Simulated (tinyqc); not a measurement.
Complex band structure along [001] in sp3s* tight binding: one step. The px, py block. Three cases, with inputs chosen for the exercise.

Problem. For px and py the determinant gives (E - Epa)(E - Epc) = Vxx^2 cos^2(phi) + Vxy^2 sin^2(phi). With phi = i kappa a/4 this is sinh^2(kappa a/4) = ((E - Epa)(E - Epc) - Vxx^2)/(Vxx^2 - Vxy^2), E = Ev + dE. Parameters in the order Esa, Epa, Esc, Epc, Exa, Exc, Vss, Vxx, Vxy, Vsapc, Vscpa, Vxapc, Vpaxc.

For k = (0, 0, kz) the phase sums are g0 = cos(phi) and g3 = i sin(phi), phi = kz a/4, and the s, pz, s* orbitals of anion (a) and cation (c) decouple from px, py. With z = exp(i phi), H(z) = H0 + z T + T^T/z for any complex z. H0 is diagonal (Esa, Epa, Exa, Esc, Epc, Exc). The anion-cation block is B(z) = z U + W/z and the cation-anion block z W^T + U^T/z, where U has Vss/2 (s,s), Vsapc/2 (s,z), -Vscpa/2 (z,s), Vxx/2 (z,z), Vxapc/2 (s*,z), -Vpaxc/2 (z,s*), and W has the same values with the s-z and s*-z signs reversed. |z| = 1 is a band state, |z| < 1 decays along [001] as exp(-kappa d) over a distance d, kappa = -(4/a) ln|z|. No spin-orbit coupling.

Case 1.

Values chosen (out of a larger set: near a published set for InP, fitted to gaps, whose masses and valley positions are rough (light masses up to twice too heavy); not measured data): p = (-8.519, 0.866, -1.478, 4.035, 8.245, 7.033, -5.373, 1.88, 4.223, 2.239, 5.527, 3.426, 4.48) eV (order Esa, Epa, Esc, Epc, Exa, Exc, Vss, Vxx, Vxy, Vsapc, Vscpa, Vxapc, Vpaxc); dE = 0.96 eV (E - Ev); a = 5.866 angstrom (lattice constant).

Ev = -0.008166 eV

Case 2.

Values chosen (out of a larger set: near a published set for GaAs, fitted to gaps, whose masses and valley positions are rough (light masses up to twice too heavy); not measured data): p = (-8.332, 1.038, -2.663, 3.662, 8.587, 6.742, -6.502, 1.957, 5.095, 4.515, 5.796, 4.86, 4.781) eV (order Esa, Epa, Esc, Epc, Exa, Exc, Vss, Vxx, Vxy, Vsapc, Vscpa, Vxapc, Vpaxc); dE = 0.3 eV (E - Ev); a = 5.653 angstrom (lattice constant).

Ev = -0.006097 eV

Case 3.

Values chosen (out of a larger set: near a published set for Si, fitted to gaps, whose masses and valley positions are rough (light masses up to twice too heavy); not measured data): p = (-4.211, 1.709, -4.211, 1.709, 6.693, 6.693, -8.296, 1.716, 4.588, 5.743, 5.743, 5.381, 5.381) eV (order Esa, Epa, Esc, Epc, Exa, Exc, Vss, Vxx, Vxy, Vsapc, Vscpa, Vxapc, Vpaxc); dE = 0.25 eV (E - Ev); a = 5.427 angstrom (lattice constant).

Ev = -0.007000 eV

Give: sinh^2(kappa a/4); kappa of the heavy-hole branch.

Solution.

Case 1.

sinh^2(kappa a/4) = 0.26568
kappa of the heavy-hole branch = 0.3375 1/angstrom

This branch decays faster than the slowest root of the s-pz block (0.0973), by a factor 3.47 in kappa.

Case 2.

sinh^2(kappa a/4) = 0.05982
kappa of the heavy-hole branch = 0.1714 1/angstrom

This branch decays faster than the slowest root of the s-pz block (0.0779), by a factor 2.20 in kappa.

Case 3.

sinh^2(kappa a/4) = 0.04394
kappa of the heavy-hole branch = 0.1534 1/angstrom

This branch decays faster than the slowest root of the s-pz block (0.1059), by a factor 1.45 in kappa.

Computed by tinyqc, one run a case: `OMP_NUM_THREADS=1 python tinyqc.py N N+1 out.jsonl` with N = 1452528, 1452708, 1452837; one thread of a shared Intel(R) Xeon(R) Processor @ 2.30GHz, about 0.01 s a run at most.
